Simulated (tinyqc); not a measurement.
What moves the results: armchair graphene nanoribbon in tight binding. A value that a table varies takes the place of the one given here.

An armchair ribbon of N dimer lines, width (N - 1) sqrt3 acc/2, period 3 acc, one pz orbital a site. In line n, A_n binds to B_n with -t exp(ik/3), times (1 + d) in the two edge lines, and to B_(n-1) and B_(n+1) with -t exp(-ik/6); k runs from -pi to pi. For d = 0 the modes across the ribbon are sin(n p pi/(N + 1)), p = 1 to N, with E = -/+ t sqrt(1 + 4 c^2 + 4 c cos(k/2)), c = cos(p pi/(N + 1)).

Constants: hbar^2/2m0 = 3.80998211 eV angstrom^2.

Values chosen for the exercise (near those used for graphene; not measured data):
```
symbol  value  unit      meaning
t       2.66   eV        hopping
acc     1.42   angstrom  bond length
N0      5                first width
d1      0.17             edge correction
N       4                dimer lines
d       0                relative strengthening of the edge bonds
k       1.39             k times the period 3 acc
```

## Three families of gaps

Nine widths from N0 on, gaps at k = 0 with d = 0 and d = d1.

Gaps:
```
N   family  width (angstrom)  gap, d = 0 (eV)  gap, d1 (eV)  gap x (N + 1) sqrt3 acc/2 (eV angstrom)
5     3p+2              4.92           0.0000        0.4330                                     3.20
6       3p              6.15           1.3139        1.0166                                     8.75
7     3p+1              7.38           1.2482        1.6181                                    15.92
8     3p+2              8.61           0.0000        0.2845                                     3.15
9       3p              9.84           0.9340        0.7134                                     8.77
10    3p+1             11.07           0.9000        1.1578                                    15.66
11    3p+2             12.30           0.0000        0.2118                                     3.13
12      3p             13.53           0.7242        0.5494                                     8.78
13    3p+1             14.76           0.7035        0.9009                                    15.51
```

Without edge correction the 3p+2 ribbons have no gap and the other two families nearly share one curve. With it the mean of the last column is 15.70 for 3p+1, 8.77 for 3p and 3.16 eV angstrom for 3p+2: the stronger edge bonds raise the gap of 3p+1, lower that of 3p and open one in 3p+2. Within a family the gap falls about as 1/width. One-electron gaps of this kind leave out the self-energy and exciton terms, which are large in narrow ribbons.

## Mass and gap go together

Nine widths from N0 on. Lowest conduction band for d = d1: m/m0 = c q^2/(E(q) - E(0)) with q = h/(3 acc), h = 0.001, c = hbar^2/2m0. Dirac rule: m = Eg/(2 v^2), that is m/m0 = c Eg/(hbar v)^2 with hbar v = 3 t acc/2.

Masses:
```
N   gap (eV)  mass (m0)  Dirac rule (m0)
5     0.4330     0.0478           0.0514
6     1.0166     0.0923           0.1207
7     1.6181     0.2360           0.1920
8     0.2845     0.0322           0.0338
9     0.7134     0.0696           0.0847
10    1.1578     0.1586           0.1374
11    0.2118     0.0243           0.0251
12    0.5494     0.0558           0.0652
13    0.9009     0.1194           0.1069
```

The ratio of mass to the Dirac rule runs from 0.76 (N = 6) to 1.23 (N = 7). Its mean is 0.81 for N = 3p, 1.17 for 3p+1 and 0.95 for 3p+2: the lowest modes of 3p and 3p+1 lie on opposite sides of the Dirac point, where the velocity along the ribbon differs. The largest gap (N = 7) and the heaviest mass (N = 7) belong to one ribbon.

## What each parameter does

Gap at k = 0, lowest positive level at k, and highest level at k = 0. Each row changes one parameter from the base and keeps the others.

Results:
```
case          gap (eV)  lowest level at k (eV)  top of the band (eV)
base            2.0321                  1.7495                6.9640
t = 2.793 eV    2.1337                  1.8370                7.3122
N = 5           0.0000                  1.8117                7.2673
d = 0.05        2.2233                  1.8266                7.0013
k = 1.112       2.0321                  1.5329                6.9640
```

The largest shifts from the base row, up to three for each result and ties (the steps differ in size, so this ranks the rows, not the parameters). gap (eV): N -2.0321, d +0.1913, t +0.1016; unchanged at the printed digits by k. lowest level at k (eV): k -0.2167, t +0.0875, d +0.0771. top of the band (eV): t +0.3482, N +0.3033, d +0.0374; unchanged at the printed digits by k.

Run: tinyqc, `OMP_NUM_THREADS=1 python tinyqc.py 1451173 1451174 out.jsonl`; Intel(R) Xeon(R) Processor @ 2.30GHz, one thread, shared host; about 0.01 s of CPU time with all checks.
